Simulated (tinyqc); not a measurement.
Six-transistor SRAM cell, nodal equations and margins: course of the iteration: node voltages in a read by Newton steps.

Two cross-coupled inverters (pull-down bn, pull-up bp) hold the nodes Q and QB; access transistors (ba, threshold VTn, gate on the word line at Vdd when selected) join them to the bit lines. Transistor (EKV form, voltages against the body): I = 2 n b Vt^2 [F(vp - Vs) - F(vp - Vd)] from drain to source, F(v) = ln^2(1 + exp(v/(2 Vt))), vp = (Vg - VT + sg |Vd - Vs|)/n. n-channel bodies are at 0; for the p-channel device all voltages are counted down from Vdd. b in uA/V^2 gives I in uA. For an access transistor the bit line is the drain and the node the source. In a read both bit lines are at Vdd. The cell is symmetric (no mismatch).

F1 = In(gate QB, drain Q) - Ip(gate QB, drain Q) - Ia(bit line, Q), F2 the same with Q and QB exchanged; J by central differences with +/- 1e-6 V; solve J d = -F, limit each component to +/- 0.15 V and add.

Stop when the largest change of (Q, QB) is below 1e-9 V, or after 30 iterations. The rule counts as met only at the stable state with Q low.

Inputs (values chosen for the exercise): temperature T = 300 K; supply voltage Vdd = 0.75 V; slope factor n = 1.41; drain-induced barrier lowering sg = 0.1; n-channel threshold VTn = 0.44 V; p-channel threshold (magnitude) VTp = 0.42 V; gain factor of the pull-down transistor bn = 410 uA/V^2; gain factor of the access transistor ba = 200 uA/V^2; gain factor of the pull-up transistor bp = 230 uA/V^2.

Constants: q = 1.602176634e-19 C, kB = 1.380649e-23 J/K, Vt = kB T/q. Results are converted to the units shown.

(Q, QB) at the start (V): Q 0.340000, QB 0.400000

Course of the iteration:
```
iteration     Q (V)  largest |change| of one entry (V)
1          0.370376                             0.0304
2          0.371772                            1.40e-3
3          0.371771                            9.62e-7
4          0.371771                           8.18e-13
```

Did this iteration meet its convergence test, and what does its course show?

No. The steps settle on Q = QB = 0.3718 V. There det J is negative, so this is the unstable balance point of the latch, not a stored state. A rerun from (0, Vdd) converges in 5 iterations to Q = 0.05736 V, QB = 0.7500 V.

Numbers from tinyqc (`OMP_NUM_THREADS=1 python tinyqc.py 2340065 2340066 out.jsonl`; about 0.1 s on one thread of a shared Intel Xeon 2.30GHz).
